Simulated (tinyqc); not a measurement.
Worked calculation: Hall effect and magnetoresistance of several carrier groups with constant relaxation times. Computed by tinyqc, a small Python program that keeps every step. Command: `OMP_NUM_THREADS=1 python tinyqc.py 3006253 3006254 out.jsonl hall2 walk`. One thread of a shared host (Intel(R) Xeon(R) Processor @ 2.30GHz), about 0.01 s of CPU time with the checks. Intermediate numbers are printed to about 7 digits and carried at full precision; extremes and crossings named in words are read from the listed rows.

Group 1 has charge -e and group 2 charge +e; s_i is that sign. B lies along z; mu B is formed with mu in m^2/(V s).

Inputs (values chosen for the exercise, for a model conductor): density n1 = 1.8e+13 1/cm^2; mobility mu1 = 2900 cm^2/(V s); density n2 = 1.8e+13 1/cm^2; mobility mu2 = 110 cm^2/(V s); magnetic field B = 1.2 T.

Carriers: compensated semimetal. Densities: per area (a thin layer).

Constants: e = 1.602176634e-19 C.

## Conductivity of each group

sigma_xx = sum n_i e mu_i/(1 + mu_i^2 B^2); sigma_xy = sum s_i n_i e mu_i^2 B/(1 + mu_i^2 B^2).

Parts (S):
```
group      mu B      sigma_xx      sigma_xy
group 1   0.348   0.007459934  -0.002596057
group 2  0.0132  3.171757e-04  4.186719e-06
```

sigma_xx = 0.007777110 S

sigma_xy = -0.002591870 S

sigma at B = 0 = 0.008680593 S

## Resistivity, Hall coefficient and magnetoresistance

rho_xx = sigma_xx/(sigma_xx^2 + sigma_xy^2); Hall coefficient R_H = sigma_xy/(B (sigma_xx^2 + sigma_xy^2)), with B in V s/cm^2 (1 T = 1e-4 V s/cm^2); magnetoresistance MR = rho_xx(B)/rho_xx(0) - 1. Apparent density 1/(e |R_H|); Hall mobility |R_H|/rho_xx.

rho_xx = 115.7287 ohm

Hall coefficient R_H = -321406.6 cm^2/C

magnetoresistance MR = 0.4593600 %

apparent density = 1.941935e+13 1/cm^2

Hall mobility = 2777.242 cm^2/(V s)

A one-carrier reading would report electrons of density 1.94e13, against n1 = 1.8e13 and n2 = 1.8e13.

## Limits of weak and strong field

Weak field: R_H(0) = sum s_i n_i mu_i^2/(e (sum n_i mu_i)^2); MR = c B^2 with c = n1 n2 mu1 mu2 (s1 mu1 - s2 mu2)^2/(n1 mu1 + n2 mu2)^2. With n1 = n2 and opposite charges R_H stays at R_H(0) and MR = mu1 mu2 B^2 at every field.

R_H at weak field = -321406.6 cm^2/C

coefficient c = 0.00319 1/T^2

## Field dependence

rho_xx = sigma_xx/(sigma_xx^2 + sigma_xy^2); Hall coefficient R_H = sigma_xy/(B (sigma_xx^2 + sigma_xy^2)), with B in V s/cm^2 (1 T = 1e-4 V s/cm^2); magnetoresistance MR = rho_xx(B)/rho_xx(0) - 1.

Against the field:
```
B (T)         mu1 B  rho_xx (ohm)  R_H (cm^2/C)        MR (%)
0.17   4.930000e-02  1.152101e+02     -321406.6  9.219100e-03
0.52   1.508000e-01  1.152989e+02     -321406.6  8.625760e-02
1.4    4.060000e-01  1.159198e+02     -321406.6  6.252400e-01
3.4    9.860000e-01  1.194476e+02     -321406.6  3.687640e+00
8.6    2.494000e+00  1.423788e+02     -321406.6  2.359324e+01
21     6.090000e+00  2.772610e+02     -321406.6  1.406790e+02
52     1.508000e+01  1.108883e+03     -321406.6  8.625760e+02
140    4.060000e+01  7.317933e+03     -321406.6  6.252400e+03
410    1.189000e+02  6.188967e+04     -321406.6  5.362390e+04
```

MR starts as B^2.00 and ends as B^2.00: with equal densities of opposite charge no Hall field can balance both groups, so it never saturates. One group alone would show no magnetoresistance in this model. The rows with mu1 B well above 1 show the semiclassical limit; Landau quantisation is left out. Fields above 100 T are beyond ordinary laboratory magnets.

Checks made by the program: weak-field formulas against the tensor at mu1 B = 1e-3 (relative difference 4e-09).
